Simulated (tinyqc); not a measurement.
Ballistic transport through the one-dimensional subbands of a rectangular nanowire or nanosheet channel. From line density n back to equivalent oxide thickness t. Computed by tinyqc, a small Python program. Command: `OMP_NUM_THREADS=1 python tinyqc.py 3030414 3030415 out.jsonl wire inv`. One thread of a shared host (Intel(R) Xeon(R) Processor @ 2.30GHz), about 0.2 s of CPU time with the checks.

Hard walls, parabolic subbands, transport along x. Energies are counted from the bulk conduction band edge at the top of the barrier, which the gate pulls down by U; the source Fermi level lies at the bulk edge when U = 0.

Inputs (values chosen for the exercise, modelled on silicon): light mass m_t = 0.19 m_0; heavy mass m_l = 0.931 m_0; height a = 3.9 nm; width b = 7.8 nm; gate voltage above flat band V_G = 0.8 V; drain voltage V_D = 0.01 V; temperature T = 300 K.

Valleys: silicon [100] wire.

Constants: hbar^2/(2 m_0) = 3.80998212 eV angstrom^2; k_B = 8.617333262e-05 eV/K; m_0 = 9.1093837015e-31 kg; k_B = 1.380649e-23 J/K; hbar = 1.054571817e-34 J s; eps_0 = 8.8541878128e-12 F/m; e = 1.602176634e-19 C; h = 6.62607015e-34 J s.

Method:
- E_pq = (hbar^2 pi^2/2)(p^2/(m_y b^2) + q^2/(m_z a^2)); valley pairs: (m_x, m_y, m_z) = (m_t, m_t, m_l), (m_t, m_l, m_t), (m_l, m_t, m_t), each with degeneracy g = 2; the 10 lowest subbands are kept.
- F_j(eta) = (1/Gamma(j + 1)) int_0^infinity x^j/(1 + exp(x - eta)) dx, F_0 = ln(1 + exp(eta)). Integrals over x = E/(k_B T) use 160 Gauss-Legendre points in u = sqrt(x) from 0 to sqrt(max(eta, 0) + 32).
- With degeneracy g = 2, eta_i = (U - E_i)/(k_B T) and u = e V_D/(k_B T): line density n = sum_i g sqrt(2 m_x k_B T/pi)/(2 hbar) [F_-1/2(eta_i) + F_-1/2(eta_i - u)]; gate: e n = C_ox (V_G - U/e), C_ox = 3.9 eps_0 2 (a + b)/t (flat-plate estimate); I = (2 e k_B T/h) sum_i g [F_0(eta_i) - F_0(eta_i - u)].

Problem. A run gave the result below. Find the equivalent oxide thickness t, known to lie between 1.1 and 2.5 nm.

line density n = 2.385673 1/nm

Solution.

Each step takes the trial c = (a f_b - b f_a)/(f_b - f_a), f being the result less the target and a, b, c the logarithms of the listed values; c replaces end b, the old b replaces a if the sign of f changed, and otherwise f_a is halved.

Scan of the range:
```
equivalent oxide thickness t (nm)  line density n (1/nm)
1.10                                             2.90738
1.26                                             2.56658
1.45                                             2.25469
1.66                                             1.98931
1.90                                             1.75488
2.18                                             1.54413
2.50                                             1.35901
```

False position (Illinois rule, in the logarithm of the input) inside the bracket:
```
step    end a    end b    trial  line density n (1/nm)
1     1.26000  1.45000  1.36695                2.38093
2     1.26000  1.36695  1.36141                2.38987
3     1.36695  1.36141  1.36400                2.38567
4     1.36141  1.36400  1.36400                2.38567
5     1.36141  1.36400  1.36400                2.38567
6     1.36400  1.36400  1.36400                2.38567
```

Line density n falls at every point of a 13-point scan of the range (every second point is shown), so one value fits; it is bracketed by 1.26 and 1.45. Answer: equivalent oxide thickness t = 1.364 nm.
